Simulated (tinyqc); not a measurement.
What a faster ramp buys: rapid thermal processing of a wafer: radiative balance, ramp and cooling, pattern effects, pyrometer error and spike budget. Computed by tinyqc, a small Python program. Command: `OMP_NUM_THREADS=1 python tinyqc.py 3113023 3113024 out.jsonl rtp walk`. One thread of a shared host (Intel(R) Xeon(R) Processor @ 2.30GHz), about 0.04 s of CPU time with the checks.

The wafer is opaque and uniform through its thickness unless said otherwise; temperatures in formulas are in kelvin (C + 273.15). sigma = 5.670374419e-12 W/(cm^2 K^4).

Inputs (values chosen for the exercise, modelled on a hot silicon wafer):

| quantity | value | unit |
|---|---|---|
| wafer thickness d | 725 | micrometre |
| heat capacity per volume C | 2.27 | J/(cm^3 K) |
| thermal conductivity k | 0.23 | W/(cm K) |
| emissivity eps of each face | 0.64 | - |
| reflectivity of the chamber walls r | 0.2 | - |
| gas heat-transfer coefficient h, both faces together | 4.9 | mW/(cm^2 K) |
| wall temperature T_w | 350 | K |
| process temperature | 630 | C |
| starting temperature | 400 | C |
| ramp rate | 350 | K/s |
| activation energy of the process E_a | 4 | eV |

Constants: k_B = 8.617333262e-05 eV/K.

Method:
- Effective emissivity between parallel grey plates: eps_eff = 1/(1/eps + 1/(1 - r) - 1). Loss per area q(T) = 2 eps_eff sigma (T^4 - T_w^4) + h (T - T_w).
- Absorbed power during a ramp = q(T) + C d x ramp rate; thermal time constant tau = C d/(dq/dT), dq/dT = 8 eps_eff sigma T^3 + h; natural cooling rate q/(C d); front-to-back difference under one-sided heating at the end of the ramp = (absorbed power) d/(2 k).
- Cooling with the lamps off: C d dT/dt = -q(T), integrated adaptively (relative tolerance 1e-10).
- Spike anneal: linear ramp to the peak, then lamps off. Equivalent time at the peak = int exp(-(E_a/k_B)(1/T - 1/T_peak)) dt; estimate (k_B T^2/E_a)(1/ramp rate + 1/cooling rate). The ramp part uses 4000 trapezoid steps, the cooling part 4000 steps over 4 tau.

time constant tau = 7.05194 s

holding power q = 6.77951 W/cm^2

natural cooling rate = 41.1941 K/s

Against the ramp rate:

| ramp (K/s) | ramp part (s) | cooling part (s) | total (s) | power at the peak (W/cm^2) |
|---|---|---|---|---|
| 10 | 1.6926 | 0.43569 | 2.1283 | 8.43 |
| 25 | 0.6770 | 0.43569 | 1.1127 | 10.89 |
| 50 | 0.3385 | 0.43569 | 0.7742 | 15.01 |
| 100 | 0.1693 | 0.43569 | 0.6049 | 23.24 |
| 250 | 0.0677 | 0.43569 | 0.5034 | 47.92 |
| 500 | 0.0339 | 0.43569 | 0.4695 | 89.07 |
| 1000 | 0.0169 | 0.43569 | 0.4526 | 171.35 |

From 10 to 100 K/s the total falls by a factor 3.5, from 100 to 1000 K/s by 1.34: the cooling part, 0.436 s, is a floor, and the natural cooling rate here is 41.2 K/s.

Extremes, crossings and ranges named in words are read from the listed rows.
